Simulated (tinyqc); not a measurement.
What moves the results: electrons shared among three sets of ellipsoidal valleys. A value that a table varies takes the place of the one given here.

F_j(eta) = (1/Gamma(j + 1)) integral_0^infinity x^j dx/(1 + exp(x - eta)), which tends to exp(eta) for eta << 0.

Sets X, L, Gamma: N_i = M_i times N = 2 (m kB T/(4 pi c))^(3/2) with c = hbar^2/2m0, in 1/angstrom^3; times 1e24 for 1/cm^3, m = (ml mt^2)^(1/3); n = sum_i N_i F_1/2((EF - dE_i)/kT), energies from the edge of the first set; mu_drift = sum of share times mobility.

Constants: hbar^2/2m0 = 3.80998211 eV angstrom^2; kB = 8.617333262e-05 eV/K.

Inputs chosen for the exercise (masses and offsets near those of AlAs; mobilities are free inputs, held fixed; shifted at random, so the results belong to these values and not to a real crystal): dE = (0, 0.212, 0.775) eV (edges of X, L, Gamma above the first); M = (3, 4, 1) (valleys in each set); ml = (0.923, 1.247, 0.145) m0 (longitudinal masses of X, L, Gamma); mt = (0.2308, 0.1496, 0.145) m0 (transverse masses); mu = (280, 470, 1800) cm^2/(V s) (mobility of each set); n = 1.9e+16 1/cm^3 (total electron density); T = 77 K.

## Transfer between valleys with temperature

Offsets, masses and mobilities are held fixed; n is fixed too, so the high values of T stand for hot electrons, not for the lattice.

Populations:
```
T (K)  EF (eV)  share X  share L  share Gamma  mu_drift
77     -0.0314   1.0000   0.0000       0.0000       280
150    -0.0742   1.0000   0.0000       0.0000       280
300    -0.1752   0.9997   0.0003       0.0000       280
450    -0.2866   0.9958   0.0042       0.0000       281
600    -0.4051   0.9836   0.0164       0.0000       283
900    -0.6584   0.9387   0.0613       0.0000       292
1200   -0.9285   0.8855   0.1145       0.0000       302
2000   -1.7031   0.7725   0.2268       0.0007       324
```

The share of X goes from 1.000 to 0.772 and the mean mobility from 280 to 324 cm^2/(V s). X holds more than L throughout. The share of Gamma is at most 0.00071.

## Transfer between valleys with doping

Parabolic valleys; band tails and gap narrowing are left out.

Populations:
```
n (1/cm^3)  EF (eV)  share X  share L  share Gamma  mu_drift
1.0e+16     -0.0357   1.0000   0.0000       0.0000       280
1.0e+17     -0.0203   1.0000   0.0000       0.0000       280
1.0e+18     -0.0041   1.0000   0.0000       0.0000       280
3.0e+18      0.0053   1.0000   0.0000       0.0000       280
1.0e+19      0.0203   1.0000   0.0000       0.0000       280
3.0e+19      0.0454   1.0000   0.0000       0.0000       280
1.0e+20      0.1027   1.0000   0.0000       0.0000       280
```

The share of X stays near 1.000, so the mean mobility hardly moves. X holds more than L throughout. The share of Gamma is at most 1.8e-47.

## Moving the second set by strain or alloying

The second entry of dE is replaced by the values listed; a negative value puts that set lowest.

Populations:
```
offset (eV)  EF (eV)  share X  share L  share Gamma  mu_drift
-0.100       -0.1315   0.0000   1.0000       0.0000       470
-0.050       -0.0815   0.0005   0.9995       0.0000       470
0.000        -0.0360   0.4989   0.5011       0.0000       375
0.025        -0.0316   0.9773   0.0227       0.0000       284
0.050        -0.0314   0.9995   0.0005       0.0000       280
0.100        -0.0314   1.0000   0.0000       0.0000       280
0.150        -0.0314   1.0000   0.0000       0.0000       280
0.200        -0.0314   1.0000   0.0000       0.0000       280
0.300        -0.0314   1.0000   0.0000       0.0000       280
```

The share of X goes from 0.000 to 1.000 and the mean mobility from 470 to 280 cm^2/(V s). X and L hold equal numbers between offset = 0 and 0.025 eV. The share of Gamma is at most 1.6e-52. With Boltzmann statistics the first two sets are equal at kT ln(N_2/N_1) = 0.0000 eV.

## What moves the populations

All else solved anew. Each row changes one parameter from the base and keeps the others.

Results:
```
case                              EF (eV)  share X  share L  share Gamma  mu_drift (cm^2/(V s))
base                              -0.0314   1.0000   0.0000       0.0000                    280
T = 127 K                         -0.0601   1.0000   0.0000       0.0000                    280
n = 5.7e+16 1/cm^3                -0.0241   1.0000   0.0000       0.0000                    280
dE = (0, 0.1696, 0.775) eV        -0.0314   1.0000   0.0000       0.0000                    280
mt = (0.2308, 0.1795, 0.145) m0   -0.0314   1.0000   0.0000       0.0000                    280
ml = (0.923, 1.4964, 0.145) m0    -0.0314   1.0000   0.0000       0.0000                    280
mu = (336, 470, 1800) cm^2/(V s)  -0.0314   1.0000   0.0000       0.0000                    336
```

The largest shifts from the base row, up to three for each result and ties (the steps differ in size, so this ranks the rows, not the parameters). EF (eV): T -0.0286, n +0.0073; unchanged at the printed digits by dE, mt, ml and mu. share X: unchanged at the printed digits by T, n, dE, mt, ml and mu. share L: unchanged at the printed digits by T, n, dE, mt, ml and mu. share Gamma: unchanged at the printed digits by T, n, dE, mt, ml and mu. mu_drift (cm^2/(V s)): mu +56; unchanged at the printed digits by T, n, dE, mt and ml.

(tinyqc, `OMP_NUM_THREADS=1 python tinyqc.py 1652488 1652489 out.jsonl`, Intel(R) Xeon(R) Processor @ 2.30GHz, 1 thread, shared host, about 0.01 s.)
